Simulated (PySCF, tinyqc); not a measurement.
Inside a calculation. Method: coupled-perturbed Hartree-Fock on RHF in the sto-3g basis, for H6, spin multiplicity 1. The lowest restricted solution is unstable here: a spin-polarised one lies 0.0046 hartree lower (PySCF). Computed by tinyqc, a small Python program that keeps every step (integrals from PySCF). Settings: charge = 0, multiplicity = 1, basis = sto-3g, method = RHF, energy threshold = 1e-10, iteration cap = 52, orthogonalisation = canonical, start = atomic densities, DIIS depth = 6. Command: `OMP_NUM_THREADS=1 python tinyqc.py 21892 21893 out.jsonl` (the two numbers bound the seeds that draw the settings). One thread of a shared host (Intel(R) Xeon(R) Processor @ 2.60GHz), about 0.2 s of CPU time with the checks. The early iterations of the SCF are left out here.

## One-electron integrals

Geometry (angstrom):
```
atom         x         y         z
H     0.000000  0.000000  0.000000
H     0.000000  0.000000  1.095000
H     0.000000  0.000000  2.298000
H     0.000000  0.000000  3.393000
H     0.000000  0.000000  4.596000
H     0.000000  0.000000  5.691000
```

Basis sto-3g: exponents (1/bohr^2) and contraction coefficients of normalised primitives:
```
element  l (shell)  exponent  coefficient
H            s (1)  3.425251     0.154329
H            s (1)  0.623914     0.535328
H            s (1)  0.168855     0.444635
```

Overlap, kinetic and nuclear-attraction integrals over the contracted functions; the nuclear repulsion is the sum of Za Zb / Rab.

nuclear repulsion = 4.03700777 hartree

overlap S, lower triangle:
```
          1H 1s     2H 1s     3H 1s     4H 1s     5H 1s     6H 1s
1H 1s  1.000000
2H 1s  0.442331  1.000000
3H 1s  0.071630  0.385526  1.000000
4H 1s  0.007693  0.071630  0.442331  1.000000
5H 1s  0.000355  0.005994  0.071630  0.385526  1.000000
6H 1s  0.000011  0.000355  0.007693  0.071630  0.442331  1.000000
```

kinetic energy T (hartree), lower triangle:
```
           1H 1s      2H 1s      3H 1s      4H 1s     5H 1s     6H 1s
1H 1s   0.760032
2H 1s   0.079762   0.760032
3H 1s  -0.011446   0.052178   0.760032
4H 1s  -0.003709  -0.011446   0.079762   0.760032
5H 1s  -0.000315  -0.003087  -0.011446   0.052178  0.760032
6H 1s  -0.000016  -0.000315  -0.003709  -0.011446  0.079762  0.760032
```

nuclear attraction V (hartree), lower triangle:
```
           1H 1s      2H 1s      3H 1s      4H 1s      5H 1s      6H 1s
1H 1s  -2.294008
2H 1s  -0.999776  -2.630033
3H 1s  -0.157083  -0.930932  -2.749966
4H 1s  -0.016579  -0.165419  -1.115095  -2.749966
5H 1s  -0.000759  -0.013202  -0.165419  -0.930932  -2.630033
6H 1s  -0.000025  -0.000759  -0.016579  -0.157083  -0.999776  -2.294008
```

core Hamiltonian H = T + V (hartree), lower triangle:
```
           1H 1s      2H 1s      3H 1s      4H 1s      5H 1s      6H 1s
1H 1s  -1.533977
2H 1s  -0.920013  -1.870001
3H 1s  -0.168528  -0.878754  -1.989934
4H 1s  -0.020289  -0.176865  -1.035333  -1.989934
5H 1s  -0.001074  -0.016289  -0.176865  -0.878754  -1.870001
6H 1s  -0.000041  -0.001074  -0.020289  -0.168528  -0.920013  -1.533977
```

## Two-electron integrals

Functions are numbered as in S; the eight-fold symmetry (ij|kl) = (ji|kl) = (kl|ij) leaves the list below.

Two-electron integrals (ij|kl) in chemists' order, unique and non-zero (hartree):
```
(11|11) 0.774606   (21|11) 0.267630   (21|21) 0.122343   (22|11) 0.448209
(22|21) 0.267630   (22|22) 0.774606   (31|11) 0.031051   (31|21) 0.015996
(31|22) 0.040966   (31|31) 0.002534   (32|11) 0.121010   (32|21) 0.073076
(32|22) 0.225672   (32|31) 0.013999   (32|32) 0.090471   (33|11) 0.230029
(33|21) 0.134405   (33|22) 0.417048   (33|31) 0.031051   (33|32) 0.225672
(33|33) 0.774606   (41|11) 0.002466   (41|21) 0.001377   (41|22) 0.003858
(41|31) 0.000248   (41|32) 0.001513   (41|33) 0.003858   (41|41) 0.000027
(42|11) 0.017544   (42|21) 0.010256   (42|22) 0.031051   (42|31) 0.002091
(42|32) 0.013999   (42|33) 0.040966   (42|41) 0.000248   (42|42) 0.002534
(43|11) 0.082848   (43|21) 0.045957   (43|22) 0.134405   (43|31) 0.010256
(43|32) 0.073076   (43|33) 0.267630   (43|41) 0.001377   (43|42) 0.015996
(43|43) 0.122343   (44|11) 0.155960   (44|21) 0.082848   (44|22) 0.230029
(44|31) 0.017544   (44|32) 0.121010   (44|33) 0.448209   (44|41) 0.002466
(44|42) 0.031051   (44|43) 0.267630   (44|44) 0.774606   (51|11) 0.000083
(51|21) 0.000047   (51|22) 0.000139   (51|31) 0.000010   (51|32) 0.000065
(51|33) 0.000194   (51|41) 1.17e-06   (51|42) 0.000012   (51|43) 0.000076
(51|44) 0.000146   (51|51) 5.73e-08   (52|11) 0.001144   (52|21) 0.000638
(52|22) 0.001864   (52|31) 0.000136   (52|32) 0.000928   (52|33) 0.003037
(52|41) 0.000017   (52|42) 0.000191   (52|43) 0.001362   (52|44) 0.003037
(52|51) 9.18e-07   (52|52) 0.000016   (53|11) 0.011192   (53|21) 0.005975
(53|22) 0.016702   (53|31) 0.001267   (53|32) 0.008703   (53|33) 0.031051
(53|41) 0.000171   (53|42) 0.002016   (53|43) 0.015996   (53|44) 0.040966
(53|51) 0.000010   (53|52) 0.000191   (53|53) 0.002534   (54|11) 0.051301
(54|21) 0.026472   (54|22) 0.070950   (54|31) 0.005321   (54|32) 0.035064
(54|33) 0.121010   (54|41) 0.000716   (54|42) 0.008703   (54|43) 0.073076
(54|44) 0.225672   (54|51) 0.000042   (54|52) 0.000928   (54|53) 0.013999
(54|54) 0.090471   (55|11) 0.115139   (55|21) 0.058025   (55|22) 0.151149
(55|31) 0.011192   (55|32) 0.070950   (55|33) 0.230029   (55|41) 0.001441
(55|42) 0.016702   (55|43) 0.134405   (55|44) 0.417048   (55|51) 0.000083
(55|52) 0.001864   (55|53) 0.031051   (55|54) 0.225672   (55|55) 0.774606
(61|11) 2.13e-06   (61|21) 1.17e-06   (61|22) 3.38e-06   (61|31) 2.51e-07
(61|32) 1.72e-06   (61|33) 0.000006   (61|41) 3.27e-08   (61|42) 3.65e-07
(61|43) 2.64e-06   (61|44) 0.000006   (61|52) 3.12e-08   (61|53) 3.65e-07
(61|54) 1.72e-06   (61|55) 3.38e-06   (62|11) 0.000056   (62|21) 0.000030
(62|22) 0.000083   (62|31) 0.000006   (62|32) 0.000042   (62|33) 0.000146
(62|41) 8.30e-07   (62|42) 0.000010   (62|43) 0.000076   (62|44) 0.000194
(62|51) 4.70e-08   (62|52) 9.18e-07   (62|53) 0.000012   (62|54) 0.000065
(62|55) 0.000139   (62|62) 5.73e-08   (63|11) 0.001033   (63|21) 0.000535
(63|22) 0.001441   (63|31) 0.000108   (63|32) 0.000716   (63|33) 0.002466
(63|41) 0.000014   (63|42) 0.000171   (63|43) 0.001377   (63|44) 0.003858
(63|51) 8.30e-07   (63|52) 0.000017   (63|53) 0.000248   (63|54) 0.001513
(63|55) 0.003858   (63|61) 3.27e-08   (63|62) 1.17e-06   (63|63) 0.000027
(64|11) 0.008429   (64|21) 0.004269   (64|22) 0.011192   (64|31) 0.000831
(64|32) 0.005321   (64|33) 0.017544   (64|41) 0.000108   (64|42) 0.001267
(64|43) 0.010256   (64|44) 0.031051   (64|51) 0.000006   (64|52) 0.000136
(64|53) 0.002091   (64|54) 0.013999   (64|55) 0.040966   (64|61) 2.51e-07
(64|62) 0.000010   (64|63) 0.000248   (64|64) 0.002534   (65|11) 0.045609
(65|21) 0.022654   (65|22) 0.058025   (65|31) 0.004269   (65|32) 0.026472
(65|33) 0.082848   (65|41) 0.000535   (65|42) 0.005975   (65|43) 0.045957
(65|44) 0.134405   (65|51) 0.000030   (65|52) 0.000638   (65|53) 0.010256
(65|54) 0.073076   (65|55) 0.267630   (65|61) 1.17e-06   (65|62) 0.000047
(65|63) 0.001377   (65|64) 0.015996   (65|65) 0.122343   (66|11) 0.092985
(66|21) 0.045609   (66|22) 0.115139   (66|31) 0.008429   (66|32) 0.051301
(66|33) 0.155960   (66|41) 0.001033   (66|42) 0.011192   (66|43) 0.082848
(66|44) 0.230029   (66|51) 0.000056   (66|52) 0.001144   (66|53) 0.017544
(66|54) 0.121010   (66|55) 0.448209   (66|61) 2.13e-06   (66|62) 0.000083
(66|63) 0.002466   (66|64) 0.031051   (66|65) 0.267630   (66|66) 0.774606
```

## Orthogonalisation

S = U s U^T; canonical form X = U s^(-1/2), so that X^T S X = 1. Each column of U has its largest component positive (the first on a tie).

eigenvalues of S: 0.343552  0.474039  0.692329  1.121814  1.515783  1.852484

X:
```
               1          2          3          4          5         6
1H 1s   0.380829  -0.601312   0.591541   0.481416   0.370360  0.192444
2H 1s  -0.696980   0.770827  -0.338318   0.206611   0.409245  0.303335
3H 1s   0.908058  -0.314668  -0.507761  -0.413833   0.158791  0.375315
4H 1s  -0.908058  -0.314668   0.507761  -0.413833  -0.158791  0.375315
5H 1s   0.696980   0.770827   0.338318   0.206611  -0.409245  0.303335
6H 1s  -0.380829  -0.601312  -0.591541   0.481416  -0.370360  0.192444
```

## Iteration 8 (converged): orbitals

converged F (hartree), lower triangle:
```
           1H 1s      2H 1s      3H 1s      4H 1s      5H 1s      6H 1s
1H 1s  -0.217743
2H 1s  -0.436740  -0.282160
3H 1s  -0.101431  -0.311113  -0.284741
4H 1s   0.005856  -0.099768  -0.436358  -0.284741
5H 1s   0.002537  -0.009580  -0.099768  -0.311113  -0.282160
6H 1s  -0.006423   0.002537   0.005856  -0.101431  -0.436740  -0.217743
```

Diagonalise F' = X^T F X, C = X C', fill 3 alpha and 3 beta electrons from the bottom; D = 2 C_occ C_occ^T. Each column has its largest component positive (the first on a tie).

F' = X^T F X (hartree), lower triangle:
```
          1          2          3          4          5          6
1  0.776940
2  0.000000   0.479739
3  0.018339   0.000000   0.203215
4  0.000000  -0.068358   0.000000  -0.331865
5  0.034034   0.000000  -0.013426   0.000000  -0.488126
6  0.000000   0.010765   0.000000   0.004671   0.000000  -0.589548
```

orbital energies (hartree): MO1 -0.589770, MO2 -0.489321, MO3 -0.337460, MO4 0.202933, MO5 0.485556, MO6 0.778416

coefficients C:
```
            MO1        MO2        MO3        MO4        MO5        MO6
1H 1s  0.189078   0.371695   0.433932   0.571696  -0.637436   0.408809
2H 1s  0.290083   0.421139   0.276540  -0.325260   0.753824  -0.696110
3H 1s  0.387543   0.123840  -0.430176  -0.538599  -0.275488   0.895646
4H 1s  0.387543  -0.123840  -0.430176   0.538599  -0.275488  -0.895646
5H 1s  0.290083  -0.421139   0.276540   0.325260   0.753824   0.696110
6H 1s  0.189078  -0.371695   0.433932  -0.571696  -0.637436  -0.408809
```

D after iteration 8, lower triangle:
```
           1H 1s      2H 1s      3H 1s      4H 1s     5H 1s     6H 1s
1H 1s   0.724408
2H 1s   0.662766   0.675961
3H 1s  -0.134721   0.091226   0.701155
4H 1s  -0.318844  -0.117390   0.639809   0.701155
5H 1s   0.036626  -0.033469  -0.117390   0.091226  0.675961
6H 1s   0.171780   0.036626  -0.318844  -0.134721  0.662766  0.724408
```

## Convergence

Stop when the energy changes by less than 1e-10 hartree and every element of the error matrix X^T (F D S - S D F) X is below 3e-06.

Course of the cycle:
```
iteration  E (hartree)     change  largest element of the error matrix
1          -2.22599873          -                             2.05e-02
2          -3.08455829  -8.59e-01                             7.76e-02
3          -3.08523265  -6.74e-04                             7.34e-02
4          -3.09127860  -6.05e-03                             2.41e-02
5          -3.09197899  -7.00e-04                             3.02e-03
6          -3.09199021  -1.12e-05                             3.73e-04
7          -3.09199040  -1.88e-07                             4.48e-06
8          -3.09199040  -2.24e-11                             3.09e-08
```

PySCF RHF in the same basis = -3.09199040 hartree

Converged in 8 iterations.

## Integrals over molecular orbitals

(pq|rs) = sum C_ip C_jq C_kr C_ls (ij|kl), one index at a time.

one-electron integrals over orbitals h = C^T H C (hartree), lower triangle:
```
           1          2          3          4          5          6
1  -2.067982
2   0.000000  -1.859772
3   0.130529   0.000000  -1.784694
4   0.000000   0.176295   0.000000  -1.574507
5  -0.066235   0.000000  -0.145649   0.000000  -1.334953
6   0.000000   0.045860   0.000000   0.136455   0.000000  -1.261405
```

Two-electron integrals over orbitals (pq|rs), unique and non-zero (hartree):
```
(11|11) 0.394300    (21|21) 0.127193    (22|11) 0.313476    (22|22) 0.357021
(31|11) -0.076420   (31|22) 0.041039    (31|31) 0.111593    (32|21) 0.107046
(32|32) 0.128477    (33|11) 0.347873    (33|22) 0.321073    (33|31) -0.029140
(33|33) 0.349412    (41|21) -0.044556   (41|32) 0.012704    (41|41) 0.082213
(42|11) -0.067060   (42|22) -0.003057   (42|31) 0.055925    (42|33) -0.006332
(42|42) 0.080580    (43|21) 0.072854    (43|32) 0.071011    (43|41) -0.012950
(43|43) 0.094601    (44|11) 0.350846    (44|22) 0.323037    (44|31) -0.028554
(44|33) 0.343534    (44|42) -0.014673   (44|44) 0.355803    (51|11) 0.007271
(51|22) 0.032383    (51|31) 0.028411    (51|33) -0.014983   (51|42) -0.034554
(51|44) -0.007744   (51|51) 0.052952    (52|21) 0.034134    (52|32) -0.002870
(52|41) -0.054643   (52|43) -0.040108   (52|52) 0.090478    (53|11) 0.071261
(53|22) 0.006207    (53|31) -0.058297   (53|33) 0.016256    (53|42) -0.076640
(53|44) 0.012771    (53|51) 0.029755    (53|53) 0.081468    (54|21) -0.108721
(54|32) -0.123752   (54|41) -0.005436   (54|43) -0.072650   (54|52) 0.001144
(54|54) 0.131802    (55|11) 0.326998    (55|22) 0.362974    (55|31) 0.033462
(55|33) 0.332731    (55|42) -0.006722   (55|44) 0.339576    (55|51) 0.031818
(55|53) 0.008864    (55|55) 0.384707    (61|21) 0.001344    (61|32) -0.020859
(61|41) -0.029948   (61|43) 0.048767    (61|52) -0.035679   (61|54) 0.018726
(61|61) 0.070758    (62|11) -0.009816   (62|22) -0.034343   (62|31) -0.026853
(62|33) 0.007933    (62|42) 0.031267    (62|44) 0.010034    (62|51) -0.049495
(62|53) -0.033261   (62|55) -0.034076   (62|62) 0.051509    (63|21) -0.046013
(63|32) 0.006408    (63|41) 0.078408    (63|43) -0.014296   (63|52) -0.055012
(63|54) -0.007489   (63|61) -0.028976   (63|63) 0.082869    (64|11) -0.079017
(64|22) 0.035249    (64|31) 0.108649    (64|33) -0.030947   (64|42) 0.058281
(64|44) -0.032022   (64|51) 0.026127    (64|53) -0.060180   (64|55) 0.036451
(64|62) -0.026450   (64|64) 0.117179    (65|21) -0.130853   (65|32) -0.112160
(65|41) 0.045578    (65|43) -0.077592   (65|52) -0.035468   (65|54) 0.117250
(65|61) -0.001912   (65|63) 0.050288    (65|65) 0.146250    (66|11) 0.417791
(66|22) 0.333302    (66|31) -0.081296   (66|33) 0.371385    (66|42) -0.072819
(66|44) 0.378677    (66|51) 0.008338    (66|53) 0.078914    (66|55) 0.355596
(66|62) -0.011520   (66|64) -0.089169   (66|66) 0.463836
```

## Response to a field: uncoupled start

dipole integrals <a|z|i> (bohr):
```
           i1        i2         i3
a4  -0.105464  0.000000  -2.428858
a5   0.000000  0.628930   0.000000
a6  -0.210953  0.000000  -0.114418
```

Field along z; U_ai = -mu_ai / (e_a - e_i), alpha = -4 sum U_ai mu_ai.

uncoupled U:
```
          i1         i2        i3
a4  0.133044   0.000000  4.494612
a5  0.000000  -0.645138  0.000000
a6  0.154184   0.000000  0.102537
```

uncoupled polarisability = 45.523241 bohr^3

## Coupled step 1

U_ai = -(mu_ai + sum_bj [4 (ai|bj) - (ab|ij) - (aj|bi)] U_bj) / (e_a - e_i); alpha = -4 sum U_ai mu_ai.

U after step 1:
```
          i1         i2        i3
a4  0.129527   0.000000  5.041642
a5  0.000000  -0.877774  0.000000
a6  0.170253   0.000000  0.100924
```

polarisability = 51.434468 bohr^3

## Coupled step 2

As before.

U after step 2:
```
          i1         i2        i3
a4  0.114608   0.000000  5.118970
a5  0.000000  -0.923056  0.000000
a6  0.175829   0.000000  0.091616
```

polarisability = 52.293807 bohr^3

## Coupled polarisability

Repeat until U stops changing; compare with -d2E/dF2.

Course of the coupled iterations:
```
step  alpha (bohr^3)
0          45.523241
1          51.434468
2          52.293807
3          52.427045
4          52.449229
5          52.453049
6          52.453731
7          52.453855
8          52.453878
9          52.453883
10         52.453884
11         52.453884
12         52.453884
13         52.453884
```

coupled polarisability = 52.453884 bohr^3

finite-field check, fields of +/-0.001 au = 52.454882 bohr^3
